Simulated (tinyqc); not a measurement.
Rates against energy: scattering rates of a carrier in a spherical band by Fermi's golden rule. Computed by tinyqc, a small Python program. Command: `OMP_NUM_THREADS=1 python tinyqc.py 3011691 3011692 out.jsonl scatter walk`. One thread of a shared host (Intel(R) Xeon(R) Processor @ 2.30GHz), about 0.01 s of CPU time with the checks.

All processes here are isotropic or elastic, and the rate listed is the momentum relaxation rate.

Inputs (values chosen for the exercise, modelled on electrons in silicon):
```
quantity,value,unit
density-of-states mass of one valley m,0.32,m_0
static permittivity eps_s,11.7,-
density rho,2329,kg/m^3
sound velocity v_l,8780,m/s
acoustic deformation potential D_A,10,eV
phonon energy hbar w,61.8,meV
optical or intervalley deformation potential D_o,4.3,1e8 eV/cm
final valleys Z_f,5,-
ionised impurity density N_I,5.7e+15,1/cm^3
temperature T,500,K
neutral impurity density N_n,4.4e+16,1/cm^3
```

Crystal: non-polar. Band: parabolic. Impurity formula: Brooks-Herring. Further scattering: neutral impurities.

Constants: k_B = 1.380649e-23 J/K; e = 1.602176634e-19 C; hbar = 1.054571817e-34 J s; m_0 = 9.1093837015e-31 kg; hbar = 6.582119569e-16 eV s; k_B = 8.617333262e-05 eV/K; eps_0 = 8.8541878128e-12 F/m.

Method:
- Parabolic band: E = hbar^2 k^2/(2 m), speed v = hbar k/m, states per spin, volume and energy g(E) = m k/(2 pi^2 hbar^2). Masses are multiplied by m_0 and all formulas are in SI units.
- Phonon occupation N_q = 1/(exp(hbar w/(k_B T)) - 1).
- Acoustic deformation potential (elastic, equipartition, absorption and emission together): 1/tau = 2 pi k_B T D_A^2 g(E)/(hbar rho v_l^2).
- Optical or intervalley deformation potential: 1/tau = (pi Z_f D_o^2/(rho w)) [N_q g(E + hbar w) + (N_q + 1) g(E - hbar w)], with g = 0 below the band edge.
- Singly charged impurities, momentum relaxation: 1/tau = N_I e^4 m (1 + 2 alpha E) Phi/(8 pi (eps_s eps_0)^2 hbar^3 k^3), with alpha = 0 for a parabolic band.
- Brooks-Herring: Phi = ln(1 + b) - b/(1 + b), b = 4 k^2 L_s^2.
- Debye screening by free carriers of density N_I: L_s = sqrt(eps_s eps_0 k_B T/(e^2 N_I)).
- Neutral impurities (Erginsoy): 1/tau = 20 N_n a_B hbar/m, a_B = 4 pi eps_s eps_0 hbar^2/(m e^2).

Momentum relaxation rates (1e12/s) and the total time:
```
E (meV),acoustic,optical absorption,optical emission,ionised impurity,neutral impurity,tau_m (fs)
6.2,1.782,1.0703,0.000,1.7265e+00,0.61597,192.51
15.0,2.772,1.1374,0.000,5.2709e-01,0.61597,197.94
31.0,3.984,1.2503,0.000,1.9631e-01,0.61597,165.37
56.0,5.355,1.4087,0.000,8.7198e-02,0.61597,133.92
68.0,5.901,1.4787,1.356,6.6723e-02,0.61597,106.17
93.0,6.901,1.6148,3.043,4.3287e-02,0.61597,81.85
140.0,8.467,1.8438,4.817,2.4546e-02,0.61597,63.42
220.0,10.615,2.1788,6.851,1.3084e-02,0.61597,49.33
370.0,13.765,2.6970,9.563,6.3272e-03,0.61597,37.53
620.0,17.819,3.3890,12.869,3.0673e-03,0.61597,28.82
```

The largest rate is acoustic from 6.20 to 620 meV. Crossing hbar w = 61.8 meV opens emission: tau_m goes from 134 to 106 fs between the two rows around it. The impurity rate goes between the last rows as E^-1.40, against the E^(-3/2) of unscreened Rutherford scattering; the acoustic rate follows g(E) and grows by a factor 10.0 over the table. At 6.2 meV hbar/tau exceeds E/2, so the golden rule loses its meaning there. Erginsoy's formula holds for k a_B below about 0.5 and for dopants that stay neutral, which means low temperature; elsewhere it is only a rough constant rate.

Extremes, crossings and ranges named in words are read from the listed rows.
